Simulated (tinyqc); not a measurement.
Inside a calculation: eight-band Kane k.p model with strain. Values are carried at full precision from step to step, so a last printed digit may differ when a step is redone from the rounded ones.

Constants: hbar^2/2m0 = 3.80998211 eV angstrom^2.

Parameters, chosen for this exercise (near those of InSb; shifted at random, so the results belong to these values and not to a real crystal):
- Eg = 0.234 eV (gap at Gamma to the s-like level)
- Dso = 0.805 eV (spin-orbit splitting)
- Ep = 23.1 eV (Kane energy)
- me = 0.0135 m0 (electron mass at Gamma)
- g1 = 34.85 (Luttinger gamma1)
- g2 = 15.53 (gamma2)
- g3 = 16.52 (gamma3)
- a = 6.474 angstrom (lattice constant)
- a_sub = 6.565 angstrom (lattice constant of the substrate)
- C11 = 68.2 GPa
- C12 = 37.5 GPa
- C44 = 30.9 GPa
- face = 001 (growth face)
- ac = -6.96 eV (conduction deformation potential)
- av = 0.36 eV (valence hydrostatic potential)
- b = -1.99 eV (tetragonal shear potential)
- d = -4.73 eV (trigonal shear potential)
- k = (0.022, 0.014, 0.015) 1/angstrom (wave vector)
- kmax = 0.04 1/angstrom (end of the path)

## Derived values

P = sqrt(Ep c); A = 1/me - Ep (Eg + 2 Dso/3)/(Eg (Eg + Dso)) keeps the electron mass; g1' = g1 - Ep/(3 Eg), g2' = g2 - Ep/(6 Eg), g3' = g3 - Ep/(6 Eg) remove the coupling to S that the Luttinger values already hold; L = -c (g1' + 4 g2'), M = -c (g1' - 2 g2'), N = -6 c g3'. c = hbar^2/2m0.

P = 9.3814 eV angstrom
A = 0.8511

g1', g2', g3': [1.9440, -0.9230, 0.0670]

L, M, N (eV angstrom^2): [6.6597, -14.4398, -1.5318]

The coupling to the valence bands supplies 73.22, against 1/me = 74.07; A makes up the difference. The diagonal term in L bends towards the gap, so the set should be tested for spurious states at large k.

## Strain of a layer grown coherently on a (001) face

e_par = (a_sub - a)/a in the plane; no stress along the normal: e_perp = -2 (C12/C11) e_par; exx = eyy = e_par, ezz = e_perp, no shear.

e_par = 0.014056
e_perp = -0.015458

strain tensor in the cubic axes, rows x, y, z and columns alike:
$$\begin{pmatrix}
0.014056 & 0.000000 & 0.000000 \\
0.000000 & 0.014056 & 0.000000 \\
0.000000 & 0.000000 & -0.015458
\end{pmatrix}$$

The layer is under tension in the plane; its volume changes by +1.265 %.

## Strain terms

Strain (Bir-Pikus): H_SS gains ac tr(e); H_XX gains l exx + m (eyy + ezz) and H_XY gains n exy, with l = av + 2 b, m = av - b, n = sqrt(3) d. The sign of av is such that the gap moves by (ac - av) tr(e); the change of P with strain is neglected.

Form the strain terms of the Hamiltonian.

ac tr(e) = -0.08808 eV

strain block of X, Y, Z (the same for both spins) (eV), rows X, Y, Z and columns alike:
$$\begin{pmatrix}
-0.05418 & 0 & 0 \\
0 & -0.05418 & 0 \\
0 & 0 & 0.12202
\end{pmatrix}$$

## The Hamiltonian at one k

Eight-band Kane model, basis S, X, Y, Z times spin, zero of energy at the top of the unstrained valence band, c = hbar^2/2m0. Within each spin: H_SS = Eg + A c k^2, H_SX = i P kx (likewise Y, Z), H_XX = -Dso/3 + L kx^2 + M (ky^2 + kz^2), H_XY = N kx ky, and cyclic. Spin-orbit term (Dso/3) L.sigma on X, Y, Z with (L_k)_ij = -i epsilon_kij: <X+|H|Y+> = -i Dso/3, <X+|H|Z-> = Dso/3, <Y+|H|Z-> = -i Dso/3, <Z+|H|X-> = -Dso/3, <Z+|H|Y-> = i Dso/3, <X-|H|Y-> = i Dso/3, and their conjugates; + and - are the spin along z. Terms from inversion asymmetry are left out, so every level is twofold.

Fill in the matrix, adding ac tr(e) to H_SS and the strain block to X, Y, Z of each spin.

H(k) (eV), rows S+, X+, Y+, Z+, S-, X-, Y-, Z- and columns alike:
$$\begin{pmatrix}
0.1489 & 0.2064i & 0.1313i & 0.1407i & 0 & 0 & 0 & 0 \\
-0.2064i & -0.3254 & -0.0005-0.2683i & -0.0005 & 0 & 0 & 0 & 0.2683 \\
-0.1313i & -0.0005+0.2683i & -0.3314 & -0.0003 & 0 & 0 & 0 & -0.2683i \\
-0.1407i & -0.0005 & -0.0003 & -0.1546 & 0 & -0.2683 & 0.2683i & 0 \\
0 & 0 & 0 & 0 & 0.1489 & 0.2064i & 0.1313i & 0.1407i \\
0 & 0 & 0 & -0.2683 & -0.2064i & -0.3254 & -0.0005+0.2683i & -0.0005 \\
0 & 0 & 0 & -0.2683i & -0.1313i & -0.0005-0.2683i & -0.3314 & -0.0003 \\
0 & 0.2683 & 0.2683i & 0 & -0.1407i & -0.0005 & -0.0003 & -0.1546
\end{pmatrix}$$

## Levels and orbital character

Diagonalise H; the levels come in pairs. The weights are summed over spin and averaged over each pair.

levels, each twofold (eV): [-0.8443, -0.1718, 0.0214, 0.3321]

weights, rows S, X, Y, Z; columns pair 1, pair 2, pair 3, pair 4:
$$\begin{pmatrix}
0.031 & 0.258 & 0.055 & 0.656 \\
0.376 & 0.323 & 0.168 & 0.133 \\
0.357 & 0.331 & 0.249 & 0.064 \\
0.237 & 0.089 & 0.527 & 0.148
\end{pmatrix}$$

The conduction pair has 34.4 % valence character at this k; the valence pair with most S character is pair 2 (25.8 %).

## Bands along [111] and [100]

The same diagonalisation at six points |k| = 0, kmax/5, ..., kmax along each direction.

Levels (eV):
```
direction  |k| (1/angstrom)   pair 1   pair 2  pair 3  pair 4
[111]                 0.000  -0.8084  -0.0542  0.0712  0.1459
[111]                 0.008  -0.8108  -0.0641  0.0539  0.1744
[111]                 0.016  -0.8182  -0.0930  0.0331  0.2278
[111]                 0.024  -0.8307  -0.1343  0.0205  0.2881
[111]                 0.032  -0.8484  -0.1804  0.0124  0.3516
[111]                 0.040  -0.8718  -0.2266  0.0058  0.4168
[100]                 0.000  -0.8084  -0.0542  0.0712  0.1459
[100]                 0.008  -0.8110  -0.0677  0.0639  0.1681
[100]                 0.016  -0.8189  -0.1013  0.0539  0.2160
[100]                 0.024  -0.8321  -0.1438  0.0455  0.2740
[100]                 0.032  -0.8504  -0.1888  0.0372  0.3372
[100]                 0.040  -0.8738  -0.2336  0.0278  0.4038
```

At kmax the conduction band lies 13.1 meV and the top valence band 22.0 meV apart between the two directions. k.p holds near Gamma; the zone edge lies near 1 1/angstrom.

## Masses at Gamma

m*/m0 = c h^2/(E(h) - E(0)) with |k| = h = 0.0001 1/angstrom; negative values are hole-like.

Masses (m0):
```
direction  pair 1  pair 2  pair 3  pair 4
[111]      -0.100  -0.025  -0.010   0.007
[100]      -0.092  -0.017  -0.024   0.009
```

Strain has split the top two pairs at Gamma, so each has its own mass tensor; the top pair has -0.010 along [111] and -0.024 along [100].

## Checks

- Electron mass of the unstrained model by finite differences against the input me: both 0.01350.
- Heavy-hole mass along [100] against 1/(g1 - 2 g2): both 0.2639.
- Light-hole mass along [100] against 1/(g1 + 2 g2): both 0.01517.

(tinyqc, `OMP_NUM_THREADS=1 python tinyqc.py 1081164 1081165 out.jsonl`, Intel(R) Xeon(R) Processor @ 2.30GHz, 1 thread, shared host, about 0.01 s.)
